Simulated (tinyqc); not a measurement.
# Worked calculation: small-signal admittance of a forward-biased p+-n diode

Numbers from tinyqc (`OMP_NUM_THREADS=1 python tinyqc.py 2890154 2890155 out.jsonl`; about 0.01 s on one thread of a shared Intel Xeon 2.30GHz). Printed values are rounded.

Holes injected into a neutral base of width wb with an ohmic contact at its end; low injection, p0 far above the equilibrium density. A small voltage v exp(i w t), w = 2 pi f, modulates the edge density by p0 v/Vt, and the small-signal density obeys Dp d2p/dx2 = (1/tau + i w) p.

Inputs (values chosen for the exercise); permittivity close to that of silicon:
- T = 300 K (temperature)
- eps_r = 11.7 (relative permittivity)
- Nd = 2.6e16 cm^-3 (donor density of the base)
- Dp = 5.4 cm^2/s (hole diffusion coefficient)
- tau = 1e-6 s (hole lifetime)
- wb = 44 um (width of the neutral base)
- p0 = 2.9e13 cm^-3 (excess hole density at the junction edge)
- Na = 4e19 cm^-3 (acceptor density of the p+ side)
- f = 4.3e5 Hz (signal frequency)

Constants: q = 1.602176634e-19 C, kB = 1.380649e-23 J/K, Vt = kB T/q, eps0 = 8.8541878128e-14 F/cm where lengths are in cm. Results are converted to the units shown.

## Closed-form admittance

L = sqrt(Dp tau); direct current J = (q Dp p0/L) coth(wb/L); k = sqrt(1 + i w tau)/L; diffusion admittance Y = (q Dp p0/Vt) k coth(k wb) = G + i w C_diff; junction capacitance C_j = sqrt(q eps0 eps_r Nd/(2 Vr)) in the depletion approximation, with the remaining barrier Vr = Vt ln(Na/p0), a rough value under forward bias; base-width modulation is left out.

L = 23.2379 um
J = 0.0112978 A/cm^2
k wb = 2.63759+1.83621i
Y = 0.574585+0.404445i S/cm^2
C_diff = 0.149696 uF/cm^2
C_j = 0.0768364 uF/cm^2

G is 1.31 times its low-frequency value J/Vt, and C_diff is 1.95 times C_j.

## The same by finite differences

7 equal intervals, h = wb/7; u = small-signal density over its edge value, u_0 = 1, u_7 = 0; u_(i-1) + b u_i + u_(i+1) = 0 with b = -2 - h^2 (1/tau + i w)/Dp; Y = (q Dp p0/(Vt h)) (-b/2 - u_1), which includes the half box at the edge.

b = -2.07317-0.19768i
u, node 1 to 6: [0.667269-0.174431i, 0.417841-0.229718i, 0.244397-0.219214i, 0.132168-0.176437i, 0.064489-0.120442i, 0.025336-0.060512i]
Y on the mesh = 0.570230+0.421936i S/cm^2

Against the closed form the real part is 0.76 % below it and the imaginary part 4.3 % above it; |k h| = 0.46.
